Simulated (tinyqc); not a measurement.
Inside a calculation. Model: a particle near a wafer in liquid: double-layer and van der Waals forces (DLVO), deposition barrier and removal. Computed by tinyqc, a small Python program that keeps every step. Command: `OMP_NUM_THREADS=1 python tinyqc.py 3113026 3113027 out.jsonl dlvo walk`. One thread of a shared host (Intel(R) Xeon(R) Processor @ 2.30GHz), about 0.01 s of CPU time with the checks. Intermediate numbers are printed to about 6 digits and carried at full precision; extremes and crossings named in words are read from the listed rows.

Sphere and flat wall, Derjaguin approximation, constant potentials in the linear-superposition form, no retardation and no hydration force.

Inputs (values chosen for the exercise, of the order of those for silica on silica in water): particle radius R = 250 nm; Hamaker constant A = 5.2e-21 J; potential of the particle psi_1 = -59 mV; potential of the wafer psi_2 = -57 mV; salt concentration c = 0.00015 mol/L; valence z of the symmetric salt = 1; temperature T = 343 K; dielectric constant of the liquid = 63.7; gap h = 6.5 nm; contact distance h0 = 0.4 nm; contact radius over R = 0.14; viscosity = 0.81 mPa s.

Constants: e = 1.602176634e-19 C; N_A = 6.02214076e+23 1/mol; eps_0 = 8.8541878128e-12 F/m; k_B = 1.380649e-23 J/K; k_B = 8.617333262e-05 eV/K.

## Screening

kappa^2 = 2 z^2 e^2 N_A (1000 c)/(eps eps_0 k_B T); gamma_i = tanh(z e psi_i/(4 k_B T)); Z = 64 pi eps eps_0 (k_B T/(z e))^2 gamma_1 gamma_2.

kappa = 0.0416691 1/nm

Debye length = 23.9986 nm

gamma_1 = -0.461352

gamma_2 = -0.447933

Z = 20.4738 pN

kappa R = 10.4173

Like signs: the double layers repel.

## Energy and force at one gap

U(h) = Z R exp(-kappa h) - A R/(6 h); F(h) = -dU/dh = kappa Z R exp(-kappa h) - A R/(6 h^2), positive for repulsion.

double-layer energy = 824.390 k_B T

van der Waals energy = -7.03884 k_B T

U(h) = 817.351 k_B T

F(h) = 157.548 pN

Caution: for kappa h below 1 linear superposition is only rough, and charge regulation matters.

## The curve

The formulas are those given above.

Against the gap:
```
h (nm)  kappa h  U (k_B T)    F (pN)
0.4     0.01667    948.592  -1144.41
0.6     0.02500    977.897   -393.84
1.0     0.04167    990.974    -12.09
1.5     0.06250    984.849    104.06
2.5     0.10417    955.610    157.51
4.0     0.16668    903.463    167.00
7.0     0.29168    800.856    154.90
12.0    0.50003    651.730    127.85
20.0    0.83338    467.420     92.15
40.0    1.66676    202.981     40.14
```

Caution: in rows with kappa h below 1 linear superposition is only rough.

## Barrier and secondary minimum

F = 0 reads x^2 exp(-x) = y with x = kappa h and y = A kappa/(6 Z); the left side peaks at x = 2 with 4/e^2 = 0.5413, so roots exist for smaller y: x < 2 is the barrier, x > 2 the secondary minimum.

y = 0.00176387

position of the barrier = 1.02976 nm

barrier height = 991.012 k_B T

position of the secondary minimum = 267.968 nm

energy at the secondary minimum = -0.155447 k_B T

A barrier above 15 k_B T practically stops deposition.

## Critical salt concentration

The barrier height is zero when U = 0 and F = 0 together: kappa h = 1 and kappa = 6 Z/(e A), e = 2.718282 here; c follows from kappa^2, with the potentials held fixed.

critical kappa = 8.69064 1/nm

critical concentration = 6.52480 mol/L

Caution: above about 1 mol/L the Debye length is of molecular size and surface potentials do not stay fixed, so this value is formal.

## Adding salt

kappa scales as sqrt(c); potentials are held fixed. A dash marks rows without a maximum.

Against the concentration:
```
c (mol/L)  Debye length (nm)  barrier at (nm)  barrier (k_B T)  minimum at (nm)  minimum (k_B T)
6.52e-04             11.5109         0.720224          951.759      1.18131e+02     -3.49564e-01
6.52e-03              3.6401         0.415598          854.131      3.20502e+01     -1.26540e+00
6.52e-02              1.1511         0.245590          686.880      8.36914e+00     -4.71491e+00
3.26e-01              0.5148         0.174961          507.905      3.15150e+00     -1.21463e+01
1.30e+00              0.2578         0.135991          301.321      1.29986e+00     -2.82176e+01
3.26e+00              0.1628         0.120012          135.882      6.89010e-01     -5.07145e+01
5.87e+00              0.1213         0.115217           21.016      4.40735e-01     -7.52355e+01
9.79e+00              0.0939         0.118466          -79.964      2.80212e-01     -1.08541e+02
1.96e+01              0.0664                -                -                -                -
```

At low salt the barrier tends to Z R = 1080 k_B T; it is half of that between 0.065 and 0.33 mol/L and changes sign at 6.5 mol/L, while the secondary minimum deepens to -75 k_B T at 0.9 of that.

## Removing an attached particle

Adhesion F_a = A R/(6 h0^2) [1 + a^2/(R h0)] - kappa Z R exp(-kappa h0), a the contact radius. Drag in a shear flow F_d = 1.7 x 6 pi mu R^2 G, acting at 1.4 R; rolling starts when 1.4 R F_d = a F_a. Wall shear stress = mu G.

van der Waals adhesion = 17942.7 pN

net adhesion F_a = 17733.0 pN

wall shear stress for rolling = 885.423 Pa

shear rate G = 1.09312e+06 1/s

Checks made by the program: force against a difference of U (relative difference below 1e-10).
